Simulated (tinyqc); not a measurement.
Capacitance of parallel on-chip lines from Laplace's equation on a mesh: two steps of the calculation.

Cross-section of an endless row of equal lines between two grounded planes; neighbours are driven in antiphase (+1 V and -1 V), so the plane midway between two lines is at 0 V. By symmetry one quarter is solved: x runs from the centre of a line (column 0, mirror) to that midplane (column 4, 0 V), y from the mid-height of the line (row 0, mirror) to the ground plane (row 3, 0 V). The line fills columns 0 to 2 and rows 0 to 1 at 1 V. Cells beside the line (below row 1) have e2, cells above have e1. Each link between nodes has the conductance g = mean permittivity of the two cells beside it (a cell beyond a mirror counts as 0), and the free nodes obey sum g (V_neighbour - V) = 0.

Parameters, values chosen for the exercise:
```
symbol  value  unit                                          meaning
e1          3        relative permittivity above and below the lines
e2          1                relative permittivity between the lines
```

Constants: eps0 = 8.8541878128e-12 F/m. Results are converted to the units shown.

Task 1. Link conductances. gx[j, i] joins node (row j, column i) to column i + 1, gy[j, i] to row j + 1.

Wanted: gx; gy.

Result 1.

gx:
```
        col 0   col 1   col 2   col 3
row 0  0.5000  0.5000  0.5000  0.5000
row 1   2.000   2.000   2.000   2.000
row 2   3.000   3.000   3.000   3.000
row 3   1.500   1.500   1.500   1.500
```

gy:
```
        col 0  col 1  col 2  col 3   col 4
row 0  0.5000  1.000  1.000  1.000  0.5000
row 1   1.500  3.000  3.000  3.000   1.500
row 2   1.500  3.000  3.000  3.000   1.500
```

Task 2. Capacitance per length. C = 4 eps0 sum g (difference of V)^2 over all links (twice the energy of the four quarters, line at 1 V). Plate estimate without fringing: eps0 [2 e1 w/hd + 2 e2 t/(s/2)], w = 4 hx, t = 2 hx, s/2 = 2 hx, hd = 2 hx.

converged V (V):
```
           col 0      col 1      col 2      col 3      col 4
row 0  1.0000000  1.0000000  1.0000000  0.4399538  0.0000000
row 1  1.0000000  1.0000000  1.0000000  0.3799076  0.0000000
row 2  0.4884527  0.4769053  0.4191686  0.1997690  0.0000000
row 3  0.0000000  0.0000000  0.0000000  0.0000000  0.0000000
```

gx:
```
       col 0  col 1  col 2  col 3
row 0    0.5    0.5    0.5    0.5
row 1      2      2      2      2
row 2      3      3      3      3
row 3    1.5    1.5    1.5    1.5
```

gy:
```
       col 0  col 1  col 2  col 3  col 4
row 0    0.5      1      1      1    0.5
row 1    1.5      3      3      3    1.5
row 2    1.5      3      3      3    1.5
```

Wanted: C; plate estimate.

Result 2.

C = 198.3 aF/um
plate estimate = 124.0 aF/um

Numbers from tinyqc (`OMP_NUM_THREADS=1 python tinyqc.py 2790166 2790167 out.jsonl`; about 1 s on one thread of a shared Intel Xeon 2.30GHz).
